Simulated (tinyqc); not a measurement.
Tunnelling through a two-layer gate stack, WKB transmission and Tsu-Esaki current: two steps of the calculation.

Electrons leave the emitter at x = 0. Energies E (motion across the layers) are in eV from the emitter Fermi level; the collector Fermi level lies at -V and offers states at every E. No charge in the dielectric and no image force: F1 = V/(t1 + t2 eps1/eps2), F2 = F1 eps1/eps2; U = phi1 - F1 x in layer 1 and phi2 - F1 t1 - F2 (x - t1) in layer 2. With C = hbar^2/(2 m0), kappa = sqrt(m (U - E)/C) where U > E and 0 elsewhere; T(E) = exp(-S), S = 2 times the integral of kappa over x.

Values chosen for this exercise; layer 1 close to silicon dioxide, layer 2 close to hafnium oxide:
- T = 300 K (temperature)
- Ef = 0.39 eV (Fermi energy of the emitter above its band bottom)
- me = 0.82 m0 (emitter mass in the supply function)
- phi1 = 2.96 eV (barrier of layer 1 above the emitter Fermi level at zero bias)
- m1 = 0.48 m0 (tunnelling mass of layer 1)
- t1 = 0.9 nm (thickness of layer 1)
- eps1 = 4.01 (relative permittivity of layer 1)
- phi2 = 1.48 eV (barrier of layer 2 at zero bias)
- m2 = 0.2 m0 (tunnelling mass of layer 2)
- t2 = 1.5 nm (thickness of layer 2)
- eps2 = 22.9 (relative permittivity of layer 2)
- V = 1.3 V (voltage across the dielectric)
- E = 0 eV (energy of the electron followed)
- Ea = -0.39 eV (lower end of the energy grid)
- Eb = 0.3 eV (upper end of the energy grid)
- nE = 9 (points of the energy grid)

Constants: q = 1.602176634e-19 C, kB = 1.380649e-23 J/K, hbar = 1.054571817e-34 J s, m0 = 9.1093837015e-31 kg, Vt = kB T/q, hbar^2/(2 m0) = 0.0380998212 eV nm^2. Results are converted to the units shown.

Problem 1. WKB exponent in closed form. Each layer adds (2/F) sqrt(m/C) [G(u at its left edge) - G(u at its right edge)] to S, with u = U - E (0 where negative) and G(u) = (2/3) u^1.5. The slope follows from 1/d = -dS/dE.

Wanted: S; T(E); energy d over which T(E) grows by a factor e.

Solution 1.

S = 13.89
T(E) = 9.265e-7
energy d over which T(E) grows by a factor e = 0.1215 eV

The midpoint rule gives S = 13.893, so its T(E) is 0.15 % below this value. The band edge stays above E through the whole stack: direct tunnelling through a trapezoid.

Problem 2. Current density on a coarse energy grid. J = J0 times the integral of T(E) N(E) dE, N = ln[(1 + exp(-E/Vt))/(1 + exp((-E - V)/Vt))], J0 = q^2 me m0 kB T/(2 pi^2 hbar^3) (times 1e-4 for A/cm^2 per eV), by Simpson's rule on nE equally spaced points from Ea to Eb.

Find: E; T(E); N; T(E) N; J0; J.

Solution 2.

| point | E (eV) | T(E) | N | T(E) N |
|---|---|---|---|---|
| 0 | -0.39000 | 6.3323e-8 | 15.086 | 9.5528e-7 |
| 1 | -0.30375 | 1.0745e-7 | 11.750 | 1.2624e-6 |
| 2 | -0.21750 | 1.8773e-7 | 8.4135 | 1.5794e-6 |
| 3 | -0.13125 | 3.4017e-7 | 5.0832 | 1.7291e-6 |
| 4 | -0.04500 | 6.4648e-7 | 1.9023 | 1.2298e-6 |
| 5 | 0.04125 | 1.3141e-6 | 0.18464 | 2.4264e-7 |
| 6 | 0.12750 | 2.9839e-6 | 0.0071868 | 2.1445e-8 |
| 7 | 0.21375 | 9.0181e-6 | 2.5651e-4 | 2.3132e-9 |
| 8 | 0.30000 | 2.7788e-5 | 9.1247e-6 | 2.5356e-10 |

J0 = 3.4306e8 A/(cm^2 eV)
J = 192.95 A/cm^2

The integrand peaks at E = -0.131 eV among these points.

Range of the model: The field of 11.2 MV/cm is more than most gate dielectrics sustain; the model ignores breakdown.

Program tinyqc, `OMP_NUM_THREADS=1 python tinyqc.py 2540160 2540161 out.jsonl`; Intel Xeon 2.30GHz, shared host, one thread, about 0.05 s.
